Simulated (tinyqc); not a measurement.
Growth of a silicide layer between metal and silicon: linear-parabolic kinetics, ramp anneals and Kissinger analysis: one step, computed by the program tinyqc.

One compound layer of thickness x grows by diffusion through itself and reaction at an interface, dx/dt = 1/(2x/K + 1/v), until the metal is used up at x = a h.

Problem. Ramp anneal. K = K0 exp(-E/(k_B T)), v = v0 exp(-E_v/(k_B T)). Temperatures in kelvin are T(C) + 273.15. Ramp from x = 0 at 100 C at the rate beta: dx/dT = (1/beta)/(2x/K + 1/v), integrated adaptively (tolerance 1e-9) until x = a h at T_f.

Inputs (values chosen for the exercise, modelled on Ni2Si):
```
quantity                                 value    unit
prefactor of the parabolic constant K  5.3e+15  nm^2/s
activation energy E of K                  1.57      eV
prefactor of the interface velocity v  1.9e+15    nm/s
activation energy E_v                     1.73      eV
ramp rate beta                               3     C/s
```

final thickness = 26.46 nm

Constants: k_B = 8.617333262e-05 eV/K.

Give: completion temperature T_f.

Solution.

completion temperature T_f = 329.7 C
